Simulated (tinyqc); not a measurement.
From results back to parameters: interface roughness in a thin film (subband fluctuation and scattering). Four cases, with inputs chosen for the exercise.

Problem. The screened mobility was computed from a hidden rms height D.

Gaussian roughness spectrum S(q) = pi D^2 Lc^2 exp(-q^2 Lc^2/4). Degenerate gas, taken to fill one subband (the second starts to fill once c kF^2/md exceeds E2 - E1, which is not tested here): kF = sqrt(2 pi Ns/gv), q = 2 kF sin(theta/2), 1/tau = (md/(2 pi c hbar)) G^2 times the integral from 0 to pi of S(q)(1 - cos theta)/eps(q)^2 dtheta, eps(q) = 1 + qs/q with screening (qs = gv md q0/(c eps), q0 = e^2/(4 pi eps0), form factors left out, which overstates the screening; other scattering is left out too, so these values lie far above measured mobilities in all but the thinnest films) or 1 without; mobility = tau c2/md with c2 = e/m0 = 1.75882e15 cm^2/(V s^2); 1e12/cm^2 = 1e-4/angstrom^2.

Constants: hbar^2/2m0 = 3.80998211 eV angstrom^2; hbar = 6.58211957e-16 eV s; e^2/(4 pi eps0) = 14.39964547 eV angstrom.

Case 1.

Values chosen (near those of a thin GaN channel; the results hold for these values, not for the real material): md = 0.194 m0 (mass in the plane); gv = 1 (valleys); Lc = 30 angstrom (correlation length); Ns = 5.3 x 1e12/cm^2 (sheet density); eps = 9.4 (mean dielectric constant at the channel).

G = |dE1/dt| = 2.4007 meV/angstrom
mobility = 122925 cm^2/(V s)

Case 2.

Values chosen (near those of a thin InGaAs channel; the results hold for these values, not for the real material): md = 0.046 m0 (mass in the plane); gv = 1 (valleys); Lc = 20 angstrom (correlation length); Ns = 1.5 x 1e12/cm^2 (sheet density); eps = 10.9 (mean dielectric constant at the channel).

G = |dE1/dt| = 1.4451 meV/angstrom
mobility = 469689 cm^2/(V s)

Case 3.

Values chosen (near those of a thin GaN channel; the results hold for these values, not for the real material): md = 0.199 m0 (mass in the plane); gv = 1 (valleys); Lc = 32 angstrom (correlation length); Ns = 0.93 x 1e12/cm^2 (sheet density); eps = 9.1 (mean dielectric constant at the channel).

G = |dE1/dt| = 2.6095 meV/angstrom
mobility = 58122.1 cm^2/(V s)

Case 4.

Values chosen (near those of a thin Si channel on (100), two-fold valleys; the results hold for these values, not for the real material): md = 0.193 m0 (mass in the plane); gv = 2 (valleys); Lc = 56 angstrom (correlation length); Ns = 1.1 x 1e12/cm^2 (sheet density); eps = 8.2 (mean dielectric constant at the channel).

G = |dE1/dt| = 6.1483 meV/angstrom
mobility = 14848.3 cm^2/(V s)

Find: mobility for D = 1 angstrom; D.

Solution. The mobility goes as 1/D^2, so D is the square root of the ratio. One value fixes only D^2 times a function of Lc; a second density is needed to part the two.

Case 1.

mobility for D = 1 angstrom = 3.983e+05 cm^2/(V s)
D = 1.80 angstrom

Case 2.

mobility for D = 1 angstrom = 3.682e+06 cm^2/(V s)
D = 2.80 angstrom

Case 3.

mobility for D = 1 angstrom = 1.488e+05 cm^2/(V s)
D = 1.60 angstrom

Case 4.

mobility for D = 1 angstrom = 6.548e+04 cm^2/(V s)
D = 2.10 angstrom

Computed by tinyqc, one run a case: `OMP_NUM_THREADS=1 python tinyqc.py N N+1 out.jsonl` with N = 1251225, 1251270, 1251292, 1251347; one thread of a shared Intel(R) Xeon(R) Processor @ 2.30GHz, about 0.01 s a run at most.
